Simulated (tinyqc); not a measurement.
# Quantum point contact as a saddle point, step by step

tinyqc, about 0.07 s, one thread, Intel Xeon 2.30GHz (shared host): `OMP_NUM_THREADS=1 python tinyqc.py 2740107 2740108 out.jsonl` Printed values are rounded.

Potential V0 - m wx^2 x^2/2 + m wy^2 y^2/2; energies are counted from V0. Mode n = 0, 1, ... transmits T_n(E) = 1/(1 + exp(-2 pi (E - E_n)/wx)), E_n = wy (n + 1/2); each mode carries 2 q^2/h.

Parameters, values chosen for the exercise: temperature T = 2.5 K; transverse quantum hbar wy wy = 3.6 meV; curvature of the barrier hbar wx wx = 1.9 meV; Fermi level above the saddle point mu = 10.52 meV; points of the energy grid nE = 13; half-range of the grid in kB T xm = 8.

Constants: q = 1.602176634e-19 C, kB = 1.380649e-23 J/K, h = 6.62607015e-34 J s, Vt = kB T/q. Results are converted to the units shown.

## Transmissions at the Fermi level

At zero temperature g = G/(2 q^2/h) = sum T_n(mu); Fano factor sum T_n (1 - T_n)/sum T_n. Modes beyond those listed are in the sums but add less than 1e-4 to g.

| mode | E_n (meV) | T_n |
|---|---|---|
| 0 | 1.8000 | 1.00000 |
| 1 | 5.4000 | 1.00000 |
| 2 | 9.0000 | 0.99348 |
| 3 | 12.6000 | 0.00103 |
| 4 | 16.2000 | 0.00000 |

g = 2.9945
G = 232.02 uS
Fano factor = 0.002506

## Thermal average on a coarse grid

g(T) = int g(E) (-df/dE) dE = int g(mu + x kB T) dx/(4 cosh^2(x/2)), g(E) the zero-temperature value at E, g = G/(2 q^2/h). Simpson's rule on nE equally spaced x from -xm to xm.

| point | x | E (meV) | g(E) | weight |
|---|---|---|---|---|
| 0 | -8.00000 | 8.7965 | 2.33785 | 0.000335 |
| 1 | -6.66667 | 9.0838 | 2.56883 | 0.001269 |
| 2 | -5.33333 | 9.3710 | 2.77331 | 0.004782 |
| 3 | -4.00000 | 9.6583 | 2.89821 | 0.017663 |
| 4 | -2.66667 | 9.9455 | 2.95814 | 0.060748 |
| 5 | -1.33333 | 10.2328 | 2.98372 | 0.165091 |
| 6 | 0.00000 | 10.5200 | 2.99451 | 0.250000 |
| 7 | 1.33333 | 10.8072 | 3.00012 | 0.165091 |
| 8 | 2.66667 | 11.0945 | 3.00586 | 0.060748 |
| 9 | 4.00000 | 11.3817 | 3.01711 | 0.017663 |
| 10 | 5.33333 | 11.6690 | 3.04384 | 0.004782 |
| 11 | 6.66667 | 11.9562 | 3.10626 | 0.001269 |
| 12 | 8.00000 | 12.2435 | 3.23521 | 0.000335 |

integral of the weight = 0.993322
g(T) = 2.96783
g(T) divided by the integral of the weight = 2.98778

A converged quadrature gives 2.9877; this grid is 0.67 % below that, and its weight integrates to 0.9933 in place of 1.
